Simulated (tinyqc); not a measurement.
Metal-interlayer-semiconductor contact, depinning against tunnelling resistance: contact resistivity against the interlayer thickness.

Zero bias, n-type semiconductor. Gap states at the semiconductor surface thin out as exp(-be ti), which unpins the barrier; electrons must then cross the interlayer (a rectangular barrier, no voltage drop across it) and the parabolic depleted layer, both by WKB. Energies E are counted from the Fermi level; no image force, parabolic bands.

S = 1/(1 + (1/S0 - 1) exp(-be ti)); phiB = S (phiM - chi) + (1 - S)(Eg - E0); xi = Ec - EF deep inside, from Nd = Nc F(-xi/Vt), F(x) = (2/sqrt(pi)) int_0^infinity sqrt(u) du/(1 + exp(u - x)); band bending U = phiB - xi; E00 = (hbar/2) sqrt(Nd/(eps0 eps_r mt m0)) in volts; A = 4 pi q mA m0 kB^2/h^3. With U = phiB - xi: for xi < E < phiB, y = (E - xi)/U and G1 = (U/E00) [sqrt(1 - y) - y ln((1 + sqrt(1 - y))/sqrt(y))], G1 = 0 above phiB; G2 = 2 ti sqrt(mi max(phiB + dE - E, 0)/C), C = hbar^2/(2 m0); f = 1/(1 + exp(E/Vt)); 1/rho_c = (A T^2/Vt^2) times the integral of exp(-G1 - G2) f over E from xi upwards. Shares under 0.001 % are printed as 0; rows without band bending are left out.

Values chosen for this exercise; semiconductor values close to those of silicon; interlayer mass of the order of that in hafnium oxide, offset chosen freely: temperature T = 400 K; band gap Eg = 1.14 eV; relative permittivity eps_r = 11.7; electron affinity chi = 3.9 eV; conduction-band density of states at T Nc = 4.31e19 cm^-3; tunnelling mass in the semiconductor mt = 0.197 m0; Richardson mass mA = 2.02 m0; donor density Nd = 8.9e19 cm^-3; charge-neutrality level above the valence band E0 = 0.37 eV; pinning factor without interlayer S0 = 0.27; metal work function phiM = 4.17 eV; conduction-band offset of the interlayer above the semiconductor dE = 1.6 eV; tunnelling mass in the interlayer mi = 0.2 m0; decay constant of gap states through the interlayer be = 3.1 1/nm.

Constants: q = 1.602176634e-19 C, kB = 1.380649e-23 J/K, eps0 = 8.8541878128e-12 F/m, hbar = 1.054571817e-34 J s, h = 6.62607015e-34 J s, m0 = 9.1093837015e-31 kg, Vt = kB T/q, hbar^2/(2 m0) = 0.0380998212 eV nm^2. Results are converted to the units shown.

The same in every row: E00/Vt = 3.35.

Contact resistivity against the interlayer thickness:
```
ti (nm)	S	phiB (eV)	rho_c (ohm cm^2)	rho_c with G2 = 0 (ohm cm^2)	peak of the integrand (eV)	share above phiB (%)
0	0.270	0.635	5.49e-8	5.49e-8	0.00932	0
0.2	0.407	0.566	1.20e-7	3.16e-8	0.00872	0
0.4	0.561	0.489	2.37e-7	1.72e-8	0.00773	0.00183
0.6	0.704	0.418	4.69e-7	9.79e-9	0.00662	0.00915
0.8	0.815	0.362	1.03e-6	6.35e-9	0.00577	0.0322
1	0.891	0.324	2.58e-6	4.74e-9	0.00540	0.0774
1.2	0.939	0.301	7.26e-6	3.97e-9	0.00553	0.137
1.4	0.966	0.287	2.22e-5	3.58e-9	0.00604	0.198
1.6	0.981	0.279	7.13e-5	3.38e-9	0.00683	0.254
```

What does the comparison show?

As ti goes from 0 to 1.6, phiB falls from 0.635 to 0.279 eV and rho_c rises from 5.49e-8 to 7.13e-5 ohm cm^2. No thickness listed beats the bare contact: tunnelling through the layer costs more than the change of the barrier gains. The ratio of rho_c to its value with G2 = 0 runs from 1.00 to 21100.

Range of the model: The depletion charge would drop about 0.22 V across such an interlayer (eps_r near 20) at ti = 1.2 nm and Nd = 8.9e19 cm^-3, against a band bending of 0.35 V; this model leaves that drop out.

tinyqc, about 0.02 s, one thread, Intel Xeon 2.30GHz (shared host): `OMP_NUM_THREADS=1 python tinyqc.py 2270015 2270016 out.jsonl`
